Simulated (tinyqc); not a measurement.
Ideality, saturation current and resistance from three points.

Problem. Well above the saturation current a diode obeys V = n Vt ln(I/I0) + I Rs. Find n, Rs and I0.

Parameters, values chosen for the exercise: temperature T = 293 K.

Constants: q = 1.602176634e-19 C, kB = 1.380649e-23 J/K, Vt = kB T/q. Results are converted to the units shown.

currents (A): [7e-6, 0.0005, 0.02]
voltages (V): [0.57833664, 0.74526730, 1.0096897]

Answer. V is linear in the three unknowns n Vt, Rs and -n Vt ln I0, so three points give a linear system.

n = 1.520
Rs = 6.300 ohm
I0 = 2.000e-12 A

tinyqc, about 0.01 s, one thread, Intel Xeon 2.30GHz (shared host): `OMP_NUM_THREADS=1 python tinyqc.py 2260055 2260056 out.jsonl`
